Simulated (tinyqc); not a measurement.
What moves the results: heterojunction of two tight-binding chains. A value that a table varies takes the place of the one given here.

Left chain: hopping -t1, sites at 2 t1 (band bottom 0). Right chain: hopping -t2, sites at dE + 2 t2 (bottom dE). t = c/(m a^2), c = hbar^2/2m0. The bond across the interface is -tc with tc = f sqrt(t1 t2), and the last left site has the extra energy U. In a chain E = bottom + 2t (1 - cos(ka)); the surface Green function of a half chain is g = -exp(ika)/t, with Im k > 0 where cos(ka) > 1.

Constants: hbar^2/2m0 = 3.80998211 eV angstrom^2.

Parameters, chosen for this exercise (masses and offset of the size met at InAs / GaSb; the results hold for these values, not for the real material):
- a = 5.65 angstrom (site spacing)
- m1 = 0.029 m0 (mass on the left)
- m2 = 0.045 m0 (mass on the right)
- dE = 0.97 eV (band offset)
- f = 1 (factor on the interface hopping)
- U = 0 eV (extra energy on the last left site)
- E = 1.12 eV (electron energy)

## Transmission against energy, and which matching rule a chain obeys

Chain A is the junction as given; chain B has tc = sqrt(t1 t2) and U = 0; chain C has tc = t2 and U = t2 - t1, the finite-difference form of -d/dx (c/m) d/dx. Continuum formulas T = 4 x y/(x + y)^2 with parabolic k: x, y = k/m on each side (BenDaniel-Duke) or x, y = k (slope continuous).

T:

| E - dE (eV) | E (eV) | chain A | chain B | chain C | k/m matched | k matched |
|---|---|---|---|---|---|---|
| 0.002 | 0.972 | 0.1971 | 0.1971 | 0.1318 | 0.1356 | 0.2025 |
| 0.005 | 0.975 | 0.2932 | 0.2932 | 0.2001 | 0.2056 | 0.3008 |
| 0.010 | 0.980 | 0.3879 | 0.3879 | 0.2705 | 0.2775 | 0.3971 |
| 0.020 | 0.990 | 0.5005 | 0.5005 | 0.3589 | 0.3677 | 0.5112 |
| 0.050 | 1.020 | 0.6664 | 0.6664 | 0.5018 | 0.5126 | 0.6778 |
| 0.100 | 1.070 | 0.7885 | 0.7885 | 0.6214 | 0.6329 | 0.7989 |
| 0.200 | 1.170 | 0.8896 | 0.8896 | 0.7371 | 0.7484 | 0.8975 |
| 0.400 | 1.370 | 0.9571 | 0.9571 | 0.8339 | 0.8440 | 0.9618 |

Chain C follows the k/m rule within 0.0115 and chain B the plain k rule within 0.0114, while the two rules differ by up to 0.1660: in B the self-energy of the right side is -t1 exp(i k2 a), so only k2 enters, and in C it is -t2 exp(i k2 a), which carries 1/m2. Chain A is chain B here.

## When the interface binds a state

A state below both bands solves E - 2 t1 - U - S1(E) - S2(E) = 0 for E < 0, with S1 = -t1 z1, S2 = -(tc^2/t2) z2 and |z| < 1 the decaying root of z + 1/z = 2 - (E - bottom)/t. Decay lengths -a/ln|z|. The threshold is the U that solves the equation at E = 0. A dash: no bound state.

Interface state:

| U (eV) | E (eV) | decay left (angstrom) | decay right (angstrom) |
|---|---|---|---|
| -0.55 | - | - | - |
| -1.11 | - | - | - |
| -1.66 | - | - | - |
| -2.03 | -0.0073 | 133.8 | 9.4 |
| -2.40 | -0.0572 | 48.0 | 9.2 |
| -2.96 | -0.1926 | 26.2 | 8.7 |
| -3.70 | -0.4464 | 17.2 | 7.9 |
| -5.54 | -1.3298 | 10.1 | 6.3 |

threshold U = -1.8476 eV

The step pushes the state out, so an attraction must exceed 1.8476 eV to bind; 5 of the 8 rows are bound. At U = -5.54 eV the state decays over 10.1 angstrom to the left and 6.3 to the right, where the band lies higher.

## What each parameter does

T = 4 Im(S1) Im(S2) |G|^2 with G = 1/(E - 2 t1 - U - S1 - S2), S1 = -t1 exp(i k1 a), S2 = -(tc^2/t2) exp(i k2 a). Each row changes one parameter from the base and keeps the others.

Results:

| case | T | k1 a | k2 a |
|---|---|---|---|
| base | 0.8512 | 0.5278 | 0.2384 |
| m1 = 0.0348 m0 | 0.8178 | 0.5795 | 0.2384 |
| m2 = 0.054 m0 | 0.8805 | 0.5278 | 0.2613 |
| dE = 0.92 eV | 0.8964 | 0.5278 | 0.2755 |
| f = 0.9 | 0.7883 | 0.5278 | 0.2384 |
| U = 0.2 eV | 0.8637 | 0.5278 | 0.2384 |
| a = 4.52 angstrom | 0.8546 | 0.4204 | 0.1905 |

The largest shifts from the base row, up to three for each result and ties (the steps differ in size, so this ranks the rows, not the parameters). T: f -0.0629, dE +0.0452, m1 -0.0334. k1 a: a -0.1073, m1 +0.0518; unchanged at the printed digits by m2, dE, f and U. k2 a: a -0.0478, dE +0.0371, m2 +0.0229; unchanged at the printed digits by m1, f and U.

Program tinyqc; command `OMP_NUM_THREADS=1 python tinyqc.py 1450843 1450844 out.jsonl`; about 0.01 s on one thread of a shared Intel(R) Xeon(R) Processor @ 2.30GHz.
